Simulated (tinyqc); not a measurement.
Short-channel transistor, virtual-source model with series resistance: one step of the calculation.

The current per gate width is the charge at the top of the source barrier (the virtual source) times its velocity times a saturation function; al and be are fitting constants of the model. Units: I in uA/um, Rs in ohm um, so I Rs = 1e-6 I Rs in volts; Q in uC/cm^2, so I = 1e-4 Q vx0 Fsat with vx0 in cm/s.

Task. What the series resistance costs. Intrinsic voltages Vg' = Vgs - I Rs, Vd' = Vds - 2 I Rs. n = n0 + nd Vd', VT = VT0 - dl Vd', Ff = 1/(1 + exp((Vg' - VT + al Vt/2)/(al Vt))), Q = Cinv n Vt ln(1 + exp((Vg' - VT + al Vt Ff)/(n Vt))), Vdsat = (vx0 L/mu)(1 - Ff) + Vt Ff, Fsat = u/(1 + u^be)^(1/be) with u = Vd'/Vdsat, and I = Q vx0 Fsat per width. I0 is the current for Rs = 0. Effective velocity I/Q; transit time L Q/I.

Values chosen for this exercise:
```
symbol,value,unit,meaning
T,400,K,temperature
Cinv,2.35,uF/cm^2,inversion capacitance
vx0,5.9e6,cm/s,velocity at the virtual source
mu,1400,cm^2/(V s),apparent mobility
L,130,nm,channel length
VT0,0.309,V,threshold at zero drain voltage
dl,0.064,V/V,drain-induced barrier lowering
n0,1.43,,subthreshold factor
nd,0.1,1/V,growth of n with drain voltage
al,3.5,,threshold shift (in units of Vt) from weak to strong inversion
be,1.8,,sharpness of saturation
Rs,200,ohm um,series resistance of each contact
Vgs,0.48,V,gate voltage
Vds,0.25,V,drain voltage
```

Constants: q = 1.602176634e-19 C, kB = 1.380649e-23 J/K, Vt = kB T/q. Results are converted to the units shown.

converged I = 209.51148 uA/um
I0 = 270.67749 uA/um

Find: loss against I0; effective velocity; transit time.

Result.

loss against I0 = 22.60 %
effective velocity = 5.536e6 cm/s
transit time = 2.348 ps

The carriers leave the virtual source at 93.8 % of vx0: the device is in saturation.

Program tinyqc, `OMP_NUM_THREADS=1 python tinyqc.py 2380088 2380089 out.jsonl`; Intel Xeon 2.30GHz, shared host, one thread, about 0.01 s.
